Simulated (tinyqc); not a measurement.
Solubility, supersaturation, precipitation and gettering of an impurity in a silicon-like host: one step, computed by the program tinyqc.

The wafer was saturated at T1 and is then held at T.

Question. Solubility, diffusivity, supersaturation. C_eq(T) = N0 exp(S/k_B - H/(k_B T)); D(T) = D0 exp(-Q/(k_B T)); C0 = C_eq(T1). Supersaturation s = C0/C_eq(T); critical radius r* = 2 gamma/(C_p k_B T ln s); barrier W* = (4 pi/3) gamma r*^2. Strain energy is left out.

Inputs (values chosen for the exercise, modelled on chromium in silicon):
```
quantity                                   value    unit
site density N0                            5e+22  1/cm^3
enthalpy of solution H                      2.84      eV
entropy of solution S                        5.1     k_B
diffusion prefactor D0                   0.00055  cm^2/s
migration energy Q                         0.787      eV
temperature of saturation T1                1300       K
anneal temperature T                        1070       K
impurity density in the precipitate C_p    3e+22  1/cm^3
interface energy gamma                      0.41   J/m^2
```

Constants: k_B = 8.617333262e-05 eV/K; k_B = 1.380649e-23 J/K.

Give: C0; C_eq(T); D(T); supersaturation s; critical radius r*; W*/(k_B T).

Answer.

C0 = 8.015e+13 1/cm^3

C_eq(T) = 3.446e+11 1/cm^3

D(T) = 1.080e-07 cm^2/s

supersaturation s = 232.6

critical radius r* = 0.3395 nm

W*/(k_B T) = 13.40

Caution: the barrier to homogeneous nucleation is below 35 k_B T for these inputs, so new precipitates would form and outnumber the fixed sinks assumed here. Caution: a critical radius of atomic size is outside the capillary model.
